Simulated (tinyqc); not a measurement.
# Surface potential of a MOS transistor: implicit equation and explicit approximations: two studies

p-type body, charge-sheet picture, depletion and inversion only, full ionisation (an idealisation for deep acceptors), Boltzmann statistics (rough once Na exp(x - xn) passes about Nc/7). In units of Vt: xg = (Vg - Vfb)/Vt, x = psi/Vt, G = gamma/sqrt(Vt), xn = (2 phiF + Vc)/Vt. The implicit equation is (xg - x)^2 = G^2 [x - 1 + exp(x - xn)] for x above about 3. Cox = eps0 eox/tox.

Inputs (values chosen for the exercise); band and dielectric values close to those of silicon: temperature T = 350 K; band gap Eg = 1.11 eV; relative permittivity eps_r = 11.9; conduction-band density of states at T Nc = 3.58e19 cm^-3; valence-band density of states at T Nv = 3.33e19 cm^-3; relative permittivity of the gate insulator (close to silicon dioxide) eox = 3.9; insulator thickness tox = 2.9 nm; acceptor density Na = 2.4e17 cm^-3; flat-band voltage Vfb = -0.41 V; channel-body voltage Vc = 0.2 V; gate-body voltage Vg = 0.94 V.

Constants: q = 1.602176634e-19 C, kB = 1.380649e-23 J/K, Vt = kB T/q, eps0 = 8.8541878128e-14 F/cm where lengths are in cm. Results are converted to the units shown.

Each table varies one quantity; the others keep the values above.

## Accuracy of the approximations against gate voltage

ni = sqrt(Nc Nv) exp(-Eg/(2 Vt)), Eg in volts; phiF = Vt ln(Na/ni); gamma = sqrt(2 q eps0 eps_r Na)/Cox; VT = Vfb + Vt (xn + G sqrt(xn - 1)). Depletion value a = 1 + [sqrt(G^2/4 + xg - 1) - G/2]^2; inversion value b = xn + ln[(xg - xn)^2/G^2 - xn + 1] and first guess y = min(a, b) - ln(1 + exp(-|a - b|)) if a > xn + 1, else b = y = a; one second-order correction with D = exp(y - xn), p = 2 (xg - y) + G^2 (1 + D), w = (xg - y)^2 - G^2 (y - 1 + D): z = y + 2 w/(p + sqrt(p^2 - 2 (2 - G^2 D) w)), or the Newton step z = y + w/p where the root is not real. N_inv = (Cox Vt G/q) [sqrt(x - 1 + exp(x - xn)) - sqrt(x - 1)] at the root. Lambert form (Cox m Vt/q) W0[(G/(2 m sqrt(xn - 1))) exp((Vg - VT)/(m Vt))], m = 1 + G/(2 sqrt(xn - 1)). Errors under 1e-4 mV, and the linear form below VT, are printed as 0.

Accuracy of the approximations against gate voltage:
```
Vg (V),psi (V),x - xn,error of y (mV),error of z (mV),N_inv (cm^-2),Cox (Vg - VT)/q (cm^-2),Lambert form (cm^-2)
0.44,0.6602,-11.61,0,0,3.077e5,0,2.150e5
0.64,0.8355,-5.796,0.0108,0,9.075e7,0,7.978e7
0.84,1.010,-0.01492,3.18,-6.04e-4,2.647e10,2.272e10,2.664e10
1.04,1.113,3.402,24.2,-8.53,6.567e11,1.509e12,6.941e11
1.24,1.151,4.674,19.5,-2.97,1.826e12,2.996e12,1.924e12
1.44,1.174,5.426,15.2,-1.06,3.124e12,4.482e12,3.277e12
1.64,1.190,5.967,12.7,-0.544,4.476e12,5.968e12,4.674e12
1.84,1.203,6.392,11.0,-0.329,5.857e12,7.455e12,6.094e12
2.04,1.214,6.742,9.72,-0.219,7.256e12,8.941e12,7.527e12
```

Read the table: what changes, and by how much?

psi rises from 0.660 to 1.21 V and ends 6.7 Vt above 2 phiF + Vc. Among the rows the first guess is off by at most 24 mV (at Vg = 1.04 V) and the corrected value by at most 8.5 mV. In the last row the linear form is 23 % above N_inv and the Lambert form 3.7 % above it; in the first row the Lambert form is 30 % below it. For Vg = 1.04, 1.24, 1.44, 1.64, 1.84, 2.04 the electron quasi-Fermi level lies less than 2 Vt below the band edge at the surface, or above it, where degeneracy and confinement, left out, matter.

## Effect of the insulator thickness at fixed gate voltage

Same model as above.

Effect of the insulator thickness at fixed gate voltage:
```
tox (nm),psi (V),x - xn,error of y (mV),error of z (mV),N_inv (cm^-2),Cox (Vg - VT)/q (cm^-2),Lambert form (cm^-2)
0.97,1.1610,4.9961,36.6,13.6,2.3111e12,5.7896e12,2.6053e12
1.3,1.1443,4.4448,32.8,11.1,1.5345e12,3.8734e12,1.6932e12
1.8,1.1227,3.7276,27.6,7.74,8.6457e11,2.3089e12,9.3412e11
2.5,1.0938,2.7703,18.3,-1.18,3.7612e11,1.1699e12,3.9809e11
3.4,1.0511,1.3526,4.18,-4.60e-3,9.9782e10,3.9462e11,1.0297e11
4.6,0.97864,-1.0486,1.72,0,9.6140e9,0,9.4784e9
6.4,0.86723,-4.7426,0.0588,0,2.5522e8,0,2.2684e8
8.7,0.74404,-8.8271,1.32e-3,0,4.6522e6,0,3.2979e6
```

What does the table show?

As tox goes from 0.97 to 8.7, psi falls from 1.16 to 0.744 V, x - xn falls from 5.00 to -8.83 and N_inv falls from 2.31e12 to 4.65e6 cm^-2. The Lambert form lies between 0.709 and 1.13 times N_inv. For tox = 0.97, 1.3, 1.8 the electron quasi-Fermi level lies less than 2 Vt below the band edge at the surface, or above it, where degeneracy and confinement, left out, matter.

Computed by the program tinyqc: `OMP_NUM_THREADS=1 python tinyqc.py 2122151 2122152 out.jsonl`, one thread of a shared Intel Xeon 2.30GHz, about 0.01 s for the whole run.
